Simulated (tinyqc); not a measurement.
Worked calculation: sp3s* tight binding with spin-orbit coupling. Values are carried at full precision from step to step, so a last printed digit may differ when a step is redone from the rounded ones.

sp3s* tight binding, nearest neighbours only: anion (a) at 0, cation (c) at a/4 (1,1,1), orbitals s, px, py, pz, s* on each; k in units of 2 pi/a. With phases e_j = exp(i (pi/2) k.n_j) for n = (1,1,1), (1,-1,-1), (-1,1,-1), (-1,-1,1): g0 = (e1+e2+e3+e4)/4, g1 = (e1+e2-e3-e4)/4, g2 = (e1-e2+e3-e4)/4, g3 = (e1-e2-e3+e4)/4. The diagonal holds the levels Esa, Epa, Exa (s*) and Esc, Epc, Exc. Anion-cation block: <sa|sc> = Vss g0; <sa|xc> = Vsapc g1; <xa|sc> = -Vscpa g1; <xa|xc> = Vxx g0; <xa|yc> = <ya|xc> = Vxy g3, <xa|zc> = <za|xc> = Vxy g2, <ya|zc> = <za|yc> = Vxy g1; <s*a|xc> = Vxapc g1; <xa|s*c> = -Vpaxc g1; y and z take g2 and g3 in place of g1; s-s* and s*-s* vanish.

Constants: hbar^2/2m0 = 3.80998211 eV angstrom^2.

Parameters, chosen for this exercise (near a published set for GaAs, fitted to gaps, whose masses and valley positions are rough; spin-orbit coupling, where it is added without a refit, lifts the valence top and shrinks all gaps by about a third of the splitting; the results hold for these values, not for the real material): k = (0.21, 0.21, 0.21) 2 pi/a (wave vector); Esa = -8.365 eV (s level of the anion); Epa = 1.044 eV (p level of the anion); Esc = -2.654 eV (s level of the cation); Epc = 3.674 eV (p level of the cation); Exa = 8.592 eV (s* level of the anion); Exc = 6.754 eV (s* level of the cation); Vss = -6.459 eV (s-s); Vxx = 1.953 eV (px-px); Vxy = 5.09 eV (px-py); Vsapc = 4.467 eV (s anion, p cation); Vscpa = 5.787 eV (s cation, p anion); Vxapc = 4.847 eV (s* anion, p cation); Vpaxc = 4.795 eV (p anion, s* cation); Da = 0.404 eV (atomic spin-orbit splitting, anion); Dc = 0.169 eV (the same, cation); a = 5.653 angstrom (lattice constant).

## Phase sums

Form g0 to g3 at this k.

g0, g1, g2, g3: 0.84682-0.03399i  -0.09927+0.28993i  -0.09927+0.28993i  -0.09927+0.28993i

## The Hamiltonian without spin-orbit coupling

Fill in the 10 x 10 matrix.

H(k) (eV):
```
                  sa               xa               ya               za              s*a               sc
sa           -8.3650                0                0                0                0  -5.4696+0.2195i
xa                 0           1.0440                0                0                0   0.5745-1.6778i
ya                 0                0           1.0440                0                0   0.5745-1.6778i
za                 0                0                0           1.0440                0   0.5745-1.6778i
s*a                0                0                0                0           8.5920                0
sc   -5.4696-0.2195i   0.5745+1.6778i   0.5745+1.6778i   0.5745+1.6778i                0          -2.6540
xc   -0.4434-1.2951i   1.6538+0.0664i  -0.5053-1.4757i  -0.5053-1.4757i  -0.4811-1.4053i                0
yc   -0.4434-1.2951i  -0.5053-1.4757i   1.6538+0.0664i  -0.5053-1.4757i  -0.4811-1.4053i                0
zc   -0.4434-1.2951i  -0.5053-1.4757i  -0.5053-1.4757i   1.6538+0.0664i  -0.4811-1.4053i                0
s*c                0   0.4760+1.3902i   0.4760+1.3902i   0.4760+1.3902i                0                0

                  xc               yc               zc             s*c
sa   -0.4434+1.2951i  -0.4434+1.2951i  -0.4434+1.2951i               0
xa    1.6538-0.0664i  -0.5053+1.4757i  -0.5053+1.4757i  0.4760-1.3902i
ya   -0.5053+1.4757i   1.6538-0.0664i  -0.5053+1.4757i  0.4760-1.3902i
za   -0.5053+1.4757i  -0.5053+1.4757i   1.6538-0.0664i  0.4760-1.3902i
s*a  -0.4811+1.4053i  -0.4811+1.4053i  -0.4811+1.4053i               0
sc                 0                0                0               0
xc            3.6740                0                0               0
yc                 0           3.6740                0               0
zc                 0                0           3.6740               0
s*c                0                0                0          6.7540
```

## Levels at this k

Diagonalise H, which belongs to k = (0.21, 0.21, 0.21) (2 pi/a). Four bands are filled (two electrons each); give the make-up of band 5, the lowest empty one.

levels (eV): -12.0909  -3.3755  -0.6023  -0.6023  2.2131  4.3270  5.3203  5.3203  7.9687  10.0027

weights of band 5: s 0.621, p 0.307, s* 0.071

weight of band 5 on atom a = 0.335

The vertical gap at this k is 2.8154 eV; band 5 is mostly s-like.

## Levels at Gamma

Spin-orbit coupling acts within the p shell of each atom as (D/3) L.sigma, D = Da or Dc: it puts four states at Ep + D/3 and two at Ep - 2D/3.

At k = 0 only g0 = 1 is left and H falls into 2 x 2 blocks [[E_a, V], [V, E_c]] with roots (E_a + E_c)/2 -/+ sqrt(((E_a - E_c)/2)^2 + V^2); the s* levels stay uncoupled. The direct gap runs from the highest lower root of the p blocks to the lowest upper root.

Blocks at Gamma (eV):
```
block               E_a      E_c        V  lower root  upper root
s (Gamma6)      -8.3650  -2.6540  -6.4590    -12.5716      1.5526
p 3/2 (Gamma8)   1.1787   3.7303   1.9530      0.1217      4.7873
p 1/2 (Gamma7)   0.7747   3.5613   1.9530     -0.2311      4.5671
```

direct gap at Gamma = 1.4309 eV

The lowest empty level at Gamma is s-like. The split-off band lies 0.3528 eV below the top, between Dc = 0.169 and Da = 0.404 eV, weighted by where the valence p state sits.

## Bands near the gap

Diagonalise at L = (1/2,1/2,1/2), X = (1,0,0), W = (1,1/2,0), K = (3/4,3/4,0) and at the fractions named between them; energies from the top of the valence band at Gamma; the matrix is 20 x 20 and 8 levels are filled.

Levels (eV):
```
k        level 3  level 5  level 7  level 8  level 9  level 10  level 11
L         -7.110   -1.632   -1.413   -1.413    1.564     1.564     3.706
L-G 0.5   -4.261   -1.011   -0.787   -0.787    2.008     2.008     4.109
G         -0.353    0.000    0.000    0.000    1.431     1.431     4.445
G-X 0.2   -1.425   -0.613   -0.427   -0.427    2.195     2.195     4.057
G-X 0.4   -3.368   -1.472   -1.311   -1.311    2.685     2.685     3.163
G-X 0.6   -5.263   -2.306   -2.166   -2.166    2.403     2.403     2.666
G-X 0.7   -6.111   -2.635   -2.501   -2.501    2.164     2.164     2.542
G-X 0.8   -6.847   -2.880   -2.751   -2.751    2.006     2.006     2.413
G-X 0.9   -7.397   -3.032   -2.906   -2.906    1.923     1.923     2.314
X         -7.616   -3.083   -2.958   -2.958    1.899     1.899     2.276
W         -7.669   -3.169   -2.979   -2.936    1.866     1.931     2.238
K         -7.576   -3.323   -2.577   -2.562    1.840     1.870     2.389
K-G 0.5   -4.975   -2.159   -0.963   -0.954    2.271     2.289     3.425
```

On these points the lowest empty level is lowest at G, 1.431 eV above the top.

## Valleys and masses

The lowest conduction level (mean of the pair) at Gamma, at its minimum on (x,0,0) for x from 0.5 to 1, and at the point L (L, and X where the search ends there, need not be minima in this model; a zero or negative inverse mass shows it). Inverse masses m0/m = (E(+h) + E(-h) - 2 E)/(2 c q^2) with c = hbar^2/2m0, q = h 2 pi/a, h = 0.002; longitudinal along the valley axis ([100] at Gamma and Delta, [111] at L), transverse along [010] or [1-10]. A dash: the next level lies within 0.15 eV, so a single mass has no use there.

Valleys:
```
valley  x (2 pi/a)  E - Ev (eV)  m0/m_l  m0/m_t
Gamma       0.0000       1.4309    8.52    8.52
Delta       1.0000       1.8986    0.50    0.00
L           0.5000       1.5637    0.62    1.37
```

Of these three the lowest is Gamma, which makes the gap direct, 1.4309 eV. At Delta m0/m_t is 0.00. This nearest-neighbour model is fitted to gaps: it places the Delta minimum and the masses at Delta and L only roughly (transverse masses can be several times too heavy), and since its bands are flat from X to W the transverse mass grows too heavy towards X; d orbitals or second neighbours cure this.

## Checks

- Direct gap at Gamma from the blocks against the full matrix: both 1.43085.

Run: tinyqc, `OMP_NUM_THREADS=1 python tinyqc.py 1450368 1450369 out.jsonl`; Intel(R) Xeon(R) Processor @ 2.30GHz, one thread, shared host; about 0.1 s of CPU time with all checks.
